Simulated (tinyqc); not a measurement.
Heated strip on a layer stack, thermal resistances with spreading: one step of the calculation.

A long strip of width ws dissipates Pw per length on three layers over a heat sink. Heat is taken to spread at 45 degrees, so the width of the flow grows by twice the depth: w1 = ws + 2 t1, w2 = w1 + 2 t2, w3 = w2 + 2 t3 at the bottoms of the layers. This is a rule of thumb, not a solution of the heat equation.

Problem. Thermal resistances. Resistances times length: layer i, ln(w_i/w_(i-1))/(2 k_i) with w0 = ws; boundary, Rb/w1.

Parameters, values chosen for the exercise; conductivities close to those of gallium nitride (layer 1), diamond (layer 2) and solder (layer 3):
- ws = 6 um (width of the heated strip)
- t1 = 1.1 um (thickness of layer 1)
- k1 = 171 W/(m K) (conductivity of layer 1)
- Rb = 15 m^2 K/GW (boundary resistance between layers 1 and 2)
- t2 = 100 um (thickness of layer 2)
- k2 = 1880 W/(m K) (conductivity of layer 2 at 300 K)
- t3 = 10 um (thickness of layer 3)
- k3 = 60.5 W/(m K) (conductivity of layer 3)

Wanted: resistance times length.

Solution.

resistance times length (K mm/W): layer 1 0.91338, boundary 1.8293, layer 2 0.86020, layer 3 0.75804

The largest part, 41.9 % of the sum, is the boundary.

Program tinyqc, `OMP_NUM_THREADS=1 python tinyqc.py 2520057 2520058 out.jsonl`; Intel Xeon 2.30GHz, shared host, one thread, about 0.01 s.
